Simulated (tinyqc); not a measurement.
# Gated graphene, quantum capacitance: effect of the gate voltage

phi is the Fermi level above the Dirac point, in volts; Vg is counted from the gate voltage of charge neutrality. Ideal linear bands, no charge puddles.

N0 = (2/pi)(kB T/(hbar vF))^2; n = N0 F1(phi/Vt), p = N0 F1(-phi/Vt), F1(e) = int_0^infinity u du/(1 + exp(u - e)) = -Li2(-exp(e)); Cq = q d(n - p)/dphi = (q N0/Vt) ln[2 (1 + cosh(phi/Vt))]. Cox = eps0 eox/tox; Vg = phi + q (n - p + Dit phi)/Cox. 1/C_G = 1/Cox + 1/(Cq + q Dit); dphi/dVg = Cox/(Cox + Cq + q Dit).

Parameters, values chosen for the exercise; values close to those of graphene: temperature T = 77 K; relative permittivity of the gate insulator (close to zirconium oxide) eox = 25.6; insulator thickness tox = 30 nm; Fermi velocity vF = 1.01e6 m/s; density of traps Dit = 0 cm^-2 eV^-1.

Constants: q = 1.602176634e-19 C, kB = 1.380649e-23 J/K, hbar = 1.054571817e-34 J s, Vt = kB T/q, eps0 = 8.8541878128e-14 F/cm where lengths are in cm. Results are converted to the units shown.

The same in every row: Cox (uF/cm^2) = 0.7556.

Result of one run:

| phi (V) | n - p (cm^-2) | Cq (uF/cm^2) | C_G (uF/cm^2) | dphi/dVg | n + p (cm^-2) |
|---|---|---|---|---|---|
| 0.2211 | 3.532e12 | 5.103 | 0.6581 | 0.1290 | 3.532e12 |

Which gate voltage Vg gave this result: -0.3, -0.09, 0.33, 0.54 or 0.97 V?

Vg = 0.97 V.

The whole series:

| Vg (V) | phi (V) | n - p (cm^-2) | Cq (uF/cm^2) | C_G (uF/cm^2) | dphi/dVg | n + p (cm^-2) |
|---|---|---|---|---|---|---|
| -0.3 | -0.1107 | -8.928e11 | 2.554 | 0.5831 | 0.2283 | 8.928e11 |
| -0.09 | -0.04984 | -1.894e11 | 1.151 | 0.4561 | 0.3964 | 1.894e11 |
| 0.12 | 0.06099 | 2.783e11 | 1.408 | 0.4916 | 0.3493 | 2.783e11 |
| 0.33 | 0.1174 | 1.003e12 | 2.709 | 0.5908 | 0.2181 | 1.003e12 |
| 0.54 | 0.1577 | 1.803e12 | 3.641 | 0.6257 | 0.1719 | 1.803e12 |
| 0.76 | 0.1924 | 2.677e12 | 4.440 | 0.6457 | 0.1454 | 2.677e12 |
| 0.97 | 0.2211 | 3.532e12 | 5.103 | 0.6581 | 0.1290 | 3.532e12 |
| 1.18 | 0.2469 | 4.400e12 | 5.698 | 0.6671 | 0.1171 | 4.400e12 |
| 1.39 | 0.2705 | 5.279e12 | 6.242 | 0.6740 | 0.1080 | 5.279e12 |
| 1.6 | 0.2924 | 6.167e12 | 6.747 | 0.6795 | 0.1007 | 6.167e12 |

As Vg goes from -0.3 to 1.6, Cq goes from 2.55 through a minimum of 1.15 (at Vg = -0.09 among the rows listed) to 6.75 uF/cm^2, C_G/Cox goes from 0.772 through a minimum of 0.604 (at Vg = -0.09 among the rows listed) to 0.899 and n - p rises from -8.93e11 to 6.17e12 cm^-2. Cq exceeds Cox in every row, so the insulator is the tighter limit, though Cq still cuts C_G by up to 40 %. At neutrality Cq is (q N0/Vt) ln 4 = 0.212 uF/cm^2, and far from it Cq grows as |phi|.

Program tinyqc, `OMP_NUM_THREADS=1 python tinyqc.py 2200149 2200150 out.jsonl`; Intel Xeon 2.30GHz, shared host, one thread, about 0.01 s.
